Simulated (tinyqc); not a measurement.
## Doping from the body effect

Inverse problem. The threshold of a long MOSFET, counted against the source, shifts by gamma (sqrt(2 phiF + Vsb) - sqrt(2 phiF)) with gamma = sqrt(2 eps0 eps_r q N)/Cox. Find 2 phiF, gamma and N from two shifts.

Inputs (values chosen for the exercise): relative permittivity eps_r = 9.86.

Constants: q = 1.602176634e-19 C, eps0 = 8.8541878128e-14 F/cm where lengths are in cm. Results are converted to the units shown.

|VT - VT(0)| at source-body biases 1 and 2.7 V (V): 0.058878398  0.14415659
Cox = 0.98660950 uF/cm^2

Solution. The ratio of the shifts depends on 2 phiF alone and rises steadily with it, so it fixes 2 phiF; either shift then gives gamma, and gamma gives N.

2 phiF = 3.04 V
gamma = 0.221 V^0.5
N = 1.70e17 cm^-3

Program tinyqc, `OMP_NUM_THREADS=1 python tinyqc.py 2060051 2060052 out.jsonl`; Intel Xeon 2.30GHz, shared host, one thread, about 0.01 s.
